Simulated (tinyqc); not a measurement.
Coherent transport through a tight-binding region between two chains, step by step. One step of it, computed by the program tinyqc.

Problem. Transmission at E = -0.91 eV. Surface Green function g = (E - i sqrt(4 t^2 - E^2)) / (2 t^2); self-energy tc^2 g on each contact site; G = (E - H - Sigma)^(-1); Gamma = -2 Im Sigma; T = Gamma_L Gamma_R |G_LR|^2; local density of states -Im G_ii / pi.

H of the central region (eV):
```
[[0.000000, -0.480000, 0.000000],
 [-0.480000, 0.460000, -1.740000],
 [0.000000, -1.740000, 0.000000]]
```

Leads: semi-infinite chains with site energy 0:
```
parameter                           value
lead hopping t (eV)              1.090000
coupling to the left lead (eV)   0.530000
coupling to the right lead (eV)  0.990000
left contact site                       1
right contact site                      3
```

E = -0.910000 eV

Give: g; G; local density of states; transmission.

Solution.

g = -0.383-0.834i 1/eV

G (1/eV):
```
[[-1.063-0.420i, 0.101-0.184i, 0.373-0.029i],
 [0.101-0.184i, 0.079-0.357i, 0.609-0.230i],
 [0.373-0.029i, 0.609-0.230i, 0.377-0.173i]]
```

local density of states (1/eV): [0.134, 0.114, 0.055]

transmission = 0.107
